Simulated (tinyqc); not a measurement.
# Width from the threshold shift

Inverse problem. Undoped body with a flat potential across it, hard walls, transport along x. One isotropic valley (g = 1, mx = my = mz = me). Non-parabolicity enters the subband edges through E (1 + al E) = gamma, so E = 2 gamma/(1 + sqrt(1 + 4 al gamma)); motion within a subband is taken as parabolic with the band-edge mass. Energies are counted from the bulk band edge. gamma = C pi^2 [a^2/(my (t + dl)^2) + b^2/(mz (H + dl)^2)], C = hbar^2/(2 m0). Each subband has N_k = g sqrt(2 mx m0 kB T/(pi hbar^2)); without degeneracy n = exp(EF/Vt) sum N_k exp(-E_k/Vt). Classical value Nc times t H, Nc = sum over valleys of 2 g (m m0 kB T/(2 pi hbar^2))^1.5 with m = (mx my mz)^(1/3). Threshold shift dVT = Vt ln(classical value/sum N_k exp(-E_k/Vt)). Find t and the lowest subband edge.

Parameters, values chosen for the exercise; masses close to those of In0.53Ga0.47As:

| symbol | value | unit | meaning |
|---|---|---|---|
| T | 400 | K | temperature |
| me | 0.0416 | m0 | mass at the band edge |
| al | 1.3 | 1/eV | non-parabolicity |
| dl | 0 | nm | widening of the box by penetration into the insulator |
| H | 49.8 | nm | height (along z) |

Constants: q = 1.602176634e-19 C, kB = 1.380649e-23 J/K, hbar = 1.054571817e-34 J s, m0 = 9.1093837015e-31 kg, Vt = kB T/q, hbar^2/(2 m0) = 0.0380998212 eV nm^2. Results are converted to the units shown.

dVT = 87.551211 mV

Solution. dVT is evaluated for trial values of t with all subbands; between 1.5 and 25 nm one value matches.

t = 8.30 nm
E_1 = 117 meV

Numbers from tinyqc (`OMP_NUM_THREADS=1 python tinyqc.py 2350112 2350113 out.jsonl`; about 0.08 s on one thread of a shared Intel Xeon 2.30GHz).
